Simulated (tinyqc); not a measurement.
# Loss and coupling from a measured resonance

Question. An all-pass ring of radius Rr has F = FSR/FWHM = pi sqrt(a t)/(1 - a t) and Tmin = (a - t)^2/(1 - a t)^2; it is known to be overcoupled (t < a). a = 10^(-al L/20), L = 2 pi Rr, k2 = 1 - t^2, FSR = lam^2/(ng L). Find ng, al and k2.

Parameters, values chosen for the exercise:
- lam = 1550 nm (cold resonance wavelength)
- Rr = 100 um (ring radius)

FSR = 1.865218296 nm
FWHM = 33.88691956 pm
Tmin (linear) = 0.2686055498

Answer. The finesse gives the product a t, Tmin the difference |a - t|; the spectrum alone cannot tell which is which.

ng = 2.05
al = 1.90 dB/cm
k2 = 0.0830

Computed by the program tinyqc: `OMP_NUM_THREADS=1 python tinyqc.py 2650114 2650115 out.jsonl`, one thread of a shared Intel Xeon 2.30GHz, about 0.01 s for the whole run.
